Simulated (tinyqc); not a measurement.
Series resistance and length offset from two lengths at two overdrives.

Problem. In strong inversion R W = Rsd + k(x)(L - dL), k(x) = (1 + th1 x)/(mu0 Cox x), x the overdrive, Cox = eps0 eox/tox, with Rsd and dL independent of x. Find dL, Rsd, mu0 and th1.

Values chosen for this exercise:
- eox = 3.9 (relative permittivity of the gate insulator (close to silicon dioxide))
- tox = 3.3 nm (insulator thickness)

Constants: eps0 = 8.8541878128e-14 F/cm where lengths are in cm. Results are converted to the units shown.

total resistance times width (ohm um):
```
                  L = 0.11 um  L = 0.37 um
overdrive 0.57 V   548.612861   1513.70447
overdrive 1.18 V   364.437085   860.061025
```

Answer. At each overdrive R W is a straight line in L; the two lines cross at L = dL, R W = Rsd. Their slopes give k x = (1 + th1 x)/(mu0 Cox), a straight line in x.

dL = 0.008000 um
Rsd = 170.0 ohm um
mu0 = 480.0 cm^2/(V s)
th1 = 0.1100 1/V

Program tinyqc, `OMP_NUM_THREADS=1 python tinyqc.py 2210101 2210102 out.jsonl`; Intel Xeon 2.30GHz, shared host, one thread, about 0.01 s.
